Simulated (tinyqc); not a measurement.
# Gap and screening length from two transmissions

Problem. At the source junction of a tunnel FET, T(w) = exp(-S), S = 2 pi lam sqrt(m/(C Eg)) [w + Eg/2 - sqrt(w (w + Eg))], C = hbar^2/(2 m0). Find Eg (between 0.1 and 3 eV) and lam.

Inputs (values chosen for the exercise): band-edge mass of the two-band model m = 0.04 m0.

Constants: q = 1.602176634e-19 C, hbar = 1.054571817e-34 J s, m0 = 9.1093837015e-31 kg, hbar^2/(2 m0) = 0.0380998212 eV nm^2. Results are converted to the units shown.

T(w) at w = 0.12 and 0.28 eV: [0.0016950168, 0.012742884]

Answer. The ratio of the two exponents depends on Eg alone and falls steadily with it, which fixes Eg; either exponent then gives lam.

ratio of the two S = 1.46
Eg = 0.732 eV
lam = 5.10 nm

Numbers from tinyqc (`OMP_NUM_THREADS=1 python tinyqc.py 2620139 2620140 out.jsonl`; about 0.01 s on one thread of a shared Intel Xeon 2.30GHz).
